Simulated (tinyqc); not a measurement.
Comparisons within one model: pi bands of a honeycomb layer in tight binding. A value that a table varies takes the place of the one given here.

Lattice vectors a (1,0) and a (1/2, sqrt3/2); f = exp(i ky a/sqrt3) + 2 cos(kx a/2) exp(-i ky a/(2 sqrt3)), w = |f|. H = [[D - t2 F, -t f], [., -D - t2 F]] with F = w^2 - 3, S = [[1, s0 f], [., 1]]; the levels solve det(H - E S) = 0. K = (4 pi/3a, 0), M = (pi/a, pi/(sqrt3 a)); w = 3, 1, 0 at Gamma, M, K.

Constants: hbar^2/2m0 = 3.80998211 eV angstrom^2.

Values chosen for the exercise (of the size used for graphene; the results hold for these values, not for the real material): a = 2.46 angstrom (lattice constant); t = 2.95 eV (nearest hopping); t2 = 0 eV (second-neighbour hopping); s0 = 0 (overlap of neighbours); D = 0 eV (+D on A, -D on B).

## How far the cone holds

Upper and lower levels at distance q from K towards Gamma (-x) and towards M (+x), measured from 3 t2; cone: sqrt(D^2 + (hbar v q)^2), hbar v = (sqrt3/2) a (t + 3 t2 s0).

Levels (eV):

| q (1/angstrom) | cone | upper, to Gamma | lower, to Gamma | upper, to M | lower, to M |
|---|---|---|---|---|---|
| 0.02 | 0.1257 | 0.1266 | -0.1266 | 0.1248 | -0.1248 |
| 0.05 | 0.3142 | 0.3196 | -0.3196 | 0.3085 | -0.3085 |
| 0.10 | 0.6285 | 0.6492 | -0.6492 | 0.6046 | -0.6046 |
| 0.15 | 0.9427 | 0.9874 | -0.9874 | 0.8873 | -0.8873 |
| 0.20 | 1.2569 | 1.3331 | -1.3331 | 1.1555 | -1.1555 |
| 0.30 | 1.8854 | 2.0415 | -2.0415 | 1.6444 | -1.6444 |
| 0.40 | 2.5139 | 2.7636 | -2.7636 | 2.0638 | -2.0638 |
| 0.60 | 3.7708 | 4.2053 | -4.2053 | 2.6702 | -2.6702 |

At q = 0.2 the upper band lies +76 meV from the cone towards Gamma and -101 meV towards M; half their difference, 89 meV, is the trigonal warping, steeper towards Gamma, and their mean, -13 meV, comes from the bending of the band. All four values stay within 5 % of the cone up to q = 0.1. Upper and lower bands are mirror images.

## Fermi level against carrier density

hbar v = 6.28475 eV angstrom

Cone with four flavours: n = kF^2/pi, EF = sqrt(D^2 + (hbar v kF)^2), density of states 2 EF/(pi (hbar v)^2), quantum capacitance e^2 times it (1 e^2/(eV angstrom^2) = 1602.177 microF/cm^2), cyclotron mass 2c EF/(hbar v)^2, c = hbar^2/2m0; 1e12/cm^2 = 1e-4/angstrom^2.

Filling:

| n (1e12/cm^2) | kF (1/angstrom) | EF (eV) | Cq (microF/cm^2) | cyclotron mass (m0) |
|---|---|---|---|---|
| 0.10 | 0.00560 | 0.0352 | 0.910 | 0.0068 |
| 0.25 | 0.00886 | 0.0557 | 1.438 | 0.0107 |
| 0.50 | 0.01253 | 0.0788 | 2.034 | 0.0152 |
| 1.00 | 0.01772 | 0.1114 | 2.877 | 0.0215 |
| 2.00 | 0.02507 | 0.1575 | 4.068 | 0.0304 |
| 4.00 | 0.03545 | 0.2228 | 5.753 | 0.0430 |
| 10.00 | 0.05605 | 0.3523 | 9.097 | 0.0680 |
| 20.00 | 0.07927 | 0.4982 | 12.864 | 0.0961 |

From 1 to 4e12/cm^2 EF rises by a factor 2.000, the square root of four. Capacitance and mass grow in proportion to EF counted from mid-gap, so hardly at all while a large gap term dominates it; in a parabolic band both are constant; Cq is 2.88 microF/cm^2 at 1e12/cm^2, against 3.45 for 1 nm of a dielectric with eps = 3.9.

## What each parameter does

Gap at K, difference at M, and the two levels at Gamma, from (e - E)^2 - D^2 - (t + s0 E)^2 w^2 = 0, e = -t2 (w^2 - 3). Each row changes one parameter from the base and keeps the others.

Results:

| case | gap at K (eV) | difference at M (eV) | lower at Gamma (eV) | upper at Gamma (eV) |
|---|---|---|---|---|
| base | 0.0000 | 5.9000 | -8.8500 | 8.8500 |
| t = 3.0975 eV | 0.0000 | 6.1950 | -9.2925 | 9.2925 |
| t2 = 0.05 eV | 0.0000 | 5.9000 | -9.1500 | 8.5500 |
| s0 = 0.03 | 0.0000 | 5.9053 | -8.1193 | 9.7253 |
| D = 0.1 eV | 0.2000 | 5.9034 | -8.8506 | 8.8506 |
| a = 2.5092 angstrom | 0.0000 | 5.9000 | -8.8500 | 8.8500 |

The largest shifts from the base row, up to three for each result and ties (the steps differ in size, so this ranks the rows, not the parameters). gap at K (eV): D +0.2000; unchanged at the printed digits by t, t2, s0 and a. difference at M (eV): t +0.2950, s0 +0.0053, D +0.0034; unchanged at the printed digits by t2 and a. lower at Gamma (eV): s0 +0.7307, t -0.4425, t2 -0.3000; unchanged at the printed digits by a. upper at Gamma (eV): s0 +0.8753, t +0.4425, t2 -0.3000; unchanged at the printed digits by a. At points fixed by symmetry a drops out; the gap at K is 2D whatever the hoppings.

(tinyqc, `OMP_NUM_THREADS=1 python tinyqc.py 1481482 1481483 out.jsonl`, Intel(R) Xeon(R) Processor @ 2.30GHz, 1 thread, shared host, about 0.01 s.)
